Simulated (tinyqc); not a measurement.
Dopant redistribution at a moving silicon-oxide interface during parabolic oxidation: one step, computed by the program tinyqc.

Uniformly doped silicon is oxidised with x_ox = sqrt(B t); the interface advances into the silicon by alpha x_ox, alpha = 0.44. The dopant does not move in the oxide, and at the interface C(silicon) = m C(oxide).

Task: Dose moved. Consumed silicon held alpha x_ox C_B; the oxide holds x_ox times the dopant concentration in the oxide; the difference is the excess in the silicon; 1 um = 1e-4 cm.

Inputs (values chosen for the exercise, modelled on phosphorus in silicon under dry oxygen): oxidation activation energy E_B = 1.22 eV; bulk doping C_B = 1.7e+17 1/cm^3; temperature T = 975 C.

oxide thickness = 0.2777133 um

concentration in the oxide = 3.237760e+16 1/cm^3

Give: dopant in the consumed silicon; dopant in the oxide; excess in the silicon.

Result:

dopant in the consumed silicon = 2.077e+12 1/cm^2

dopant in the oxide = 8.992e+11 1/cm^2

excess in the silicon = 1.178e+12 1/cm^2

Caution: in this case the oxide is not much thicker than a typical Deal-Grove length A, so real growth is slower than parabolic. Caution: parabolic growth needs an oxide much thicker than the Deal-Grove length A, which fails for thin films and low temperatures; oxidation-enhanced or retarded diffusion is ignored.
